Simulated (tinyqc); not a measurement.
## Metal-interlayer-semiconductor contact, depinning against tunnelling resistance: contact resistivity against the donor density

Zero bias, n-type semiconductor. Gap states at the semiconductor surface thin out as exp(-be ti), which unpins the barrier; electrons must then cross the interlayer (a rectangular barrier, no voltage drop across it) and the parabolic depleted layer, both by WKB. Energies E are counted from the Fermi level; no image force, parabolic bands.

S = 1/(1 + (1/S0 - 1) exp(-be ti)); phiB = S (phiM - chi) + (1 - S)(Eg - E0); xi = Ec - EF deep inside, from Nd = Nc F(-xi/Vt), F(x) = (2/sqrt(pi)) int_0^infinity sqrt(u) du/(1 + exp(u - x)); band bending U = phiB - xi; E00 = (hbar/2) sqrt(Nd/(eps0 eps_r mt m0)) in volts; A = 4 pi q mA m0 kB^2/h^3. With U = phiB - xi: for xi < E < phiB, y = (E - xi)/U and G1 = (U/E00) [sqrt(1 - y) - y ln((1 + sqrt(1 - y))/sqrt(y))], G1 = 0 above phiB; G2 = 2 ti sqrt(mi max(phiB + dE - E, 0)/C), C = hbar^2/(2 m0); f = 1/(1 + exp(E/Vt)); 1/rho_c = (A T^2/Vt^2) times the integral of exp(-G1 - G2) f over E from xi upwards. Shares under 0.001 % are printed as 0; rows without band bending are left out.

Parameters, values chosen for the exercise; semiconductor values close to those of 4H silicon carbide; interlayer mass of the order of that in lanthanum oxide, offset chosen freely: temperature T = 300 K; band gap Eg = 3.18 eV; relative permittivity eps_r = 9.87; electron affinity chi = 3.58 eV; conduction-band density of states at T Nc = 1.7e19 cm^-3; tunnelling mass in the semiconductor mt = 0.199 m0; Richardson mass mA = 0.373 m0; charge-neutrality level above the valence band E0 = 1.9 eV; pinning factor without interlayer S0 = 0.65; metal work function phiM = 3.88 eV; interlayer thickness ti = 1.6 nm; conduction-band offset of the interlayer above the semiconductor dE = 2.07 eV; tunnelling mass in the interlayer mi = 0.29 m0; decay constant of gap states through the interlayer be = 2 1/nm.

Constants: q = 1.602176634e-19 C, kB = 1.380649e-23 J/K, eps0 = 8.8541878128e-12 F/m, hbar = 1.054571817e-34 J s, h = 6.62607015e-34 J s, m0 = 9.1093837015e-31 kg, Vt = kB T/q, hbar^2/(2 m0) = 0.0380998212 eV nm^2. Results are converted to the units shown.

The same in every row: S = 0.979; phiB (eV) = 0.321.

Contact resistivity against the donor density:

| Nd (cm^-3) | E00/Vt | rho_c (ohm cm^2) | rho_c with G2 = 0 (ohm cm^2) | peak of the integrand (eV) | share above phiB (%) |
|---|---|---|---|---|---|
| 5.7e17 | 0.387 | 101 | 2.79e-4 | 0.294 | 21.1 |
| 1.4e18 | 0.606 | 43.4 | 1.06e-4 | 0.255 | 9.05 |
| 3.2e18 | 0.917 | 12.9 | 2.64e-5 | 0.188 | 2.69 |
| 7.7e18 | 1.42 | 2.16 | 3.60e-6 | 0.0972 | 0.451 |
| 1.8e19 | 2.17 | 0.317 | 4.52e-7 | 0.0382 | 0.0662 |
| 4.4e19 | 3.40 | 0.0502 | 6.34e-8 | 0.00542 | 0.0105 |
| 1.1e20 | 5.37 | 0.0108 | 1.23e-8 | -0.0171 | 0.00226 |
| 2.5e20 | 8.10 | 0.00375 | 3.80e-9 | -0.0324 | 0 |
| 6e20 | 12.6 | 0.00161 | 1.39e-9 | -0.0448 | 0 |

As Nd goes from 5.7e17 to 6e20, phiB stays at 0.321 eV and rho_c falls from 101 to 0.00161 ohm cm^2. rho_c goes as Nd^(-0.94) between the first two rows and Nd^(-0.97) between the last two, while E00/Vt goes from 0.387 to 12.6 and the share above the barrier from 21.1 to 0 %. The ratio of rho_c to its value with G2 = 0 runs from 3.62e5 to 1.16e6.

tinyqc, about 0.02 s, one thread, Intel Xeon 2.30GHz (shared host): `OMP_NUM_THREADS=1 python tinyqc.py 2270045 2270046 out.jsonl`
